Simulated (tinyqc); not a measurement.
Worked calculation: Weaire-Thorpe hybrids on a Bethe lattice: gap and dangling bond of an amorphous tetrahedral solid. Values are carried at full precision from step to step, so a last printed digit may differ when a step is redone from the rounded ones.

Four sp3 hybrids an atom at energy 0, coupled by -V1 on the atom and by -V2 along a bond; the bonds form a tree (no rings). For any network the gap runs at least from -V2 + V1 to V2 - 3 V1, and p-like states pile up at -V2 + V1 and V2 + V1. On the tree the gap is wider: it ends at Ec = -V1 + sqrt(V2^2 + 4 V1^2 - 2 sqrt3 V1 V2), which makes it well wider than the gaps of the real glasses. A branch seen from a hybrid has the self-energy S = V2^2 g, where g is the Green function of the hybrid across the bond, whose three partners carry S themselves. With a = z - V1, b = a - S: g = 1/(a + V1 b/(b + 3 V1)), z = E + i eta. A full atom has G = (1/b)(b + 3 V1)/(b + 4 V1) per hybrid; a dangling hybrid with shift dh has G = 1/(1/g - dh).

Values chosen for the exercise (of the size of tabulated hybrid energies for amorphous silicon; not measured data):
```
symbol  value  unit  meaning
V1      1.68   eV    coupling of two hybrids on one atom
V2      4.6    eV    coupling of the two hybrids of a bond
E       -0.28  eV    energy
eta     0.05   eV    broadening
dh      -1.64  eV    shift of the dangling hybrid (rehybridisation)
```

## Edges

Bounds -V2 + V1 and V2 - 3 V1. On the tree the s-like bands are narrower: E = -V1 -/+ sqrt(V2^2 + 4 V1^2 + V1 V2 e) with e from -2 sqrt3 to 2 sqrt3 (for a crystal, -4 to 4), so the conduction edge is -V1 + sqrt(V2^2 + 4 V1^2 - 2 sqrt3 V1 V2).

edges (eV): Ev -2.9200, Ec(bound) -0.4400, Ec(tree) 0.7031

gaps (eV): (bound, reached in the crystal) 2.4800, (tree) 3.6231

The gap needs no periodicity, only V2 > 2 V1 (here V2/V1 = 2.738); leaving out rings widens it by 1.143 eV. Two parameters give the trend, not the value.

## The self-energy at one energy

S = V2^2 g is a quadratic A S^2 + B S + C = 0 with A = a + V1, B = -(a (a + 4 V1) + V2^2), C = V2^2 (a + 3 V1), a = z - V1. Of the two roots take the one with Im S < 0 (if both qualify, the decaying one, with the smaller |V1 V2 g/(b + 3 V1)|).

A, B, C: -0.2800+0.0500i  -11.8279-0.1400i  65.1728+1.0580i

roots (eV): 4.9314+0.1085i  -45.7820-7.9032i

S = -45.7820-7.9032i eV

## Densities at that energy

With z = E + i eta, b = z - V1 - S: full atom G = (b + 3 V1)/(b (b + 4 V1)); g = S/V2^2; dangling hybrid 1/(1/g - dh); densities -Im G/pi.

G (1/eV): (bulk) 0.0214-0.0038i, (dangling with dh = 0) -2.1636-0.3735i, (dangling with dh) 0.8360-0.0544i
densities (1/eV): (bulk) 0.0012, (dangling with dh = 0) 0.1189, (dangling with dh) 0.0173

## The dangling-bond level

For eta = 0 the level solves 1/g(E) = dh inside the gap (bisection); its weight on the dangling hybrid is 1/(d(1/g)/dE), by central differences with step 1e-5 eV.

level = -1.0822 eV
above Ev = 1.8378 eV
weight on the dangling hybrid = 0.686

The level lies at 51 % of the gap of the tree; 31 % of it spreads over the back bonds.

## Checks

- Conduction edge from the formula against the zero of the discriminant: both 0.703070.
- S from the quadratic against damped iteration of S = V2^2 g: both -45.78201.

Computed by tinyqc, a small Python program: `OMP_NUM_THREADS=1 python tinyqc.py 1451572 1451573 out.jsonl` (the numbers bound the seed that draws the inputs); one thread of a shared host (Intel(R) Xeon(R) Processor @ 2.30GHz), about 0.03 s for the whole set of steps.
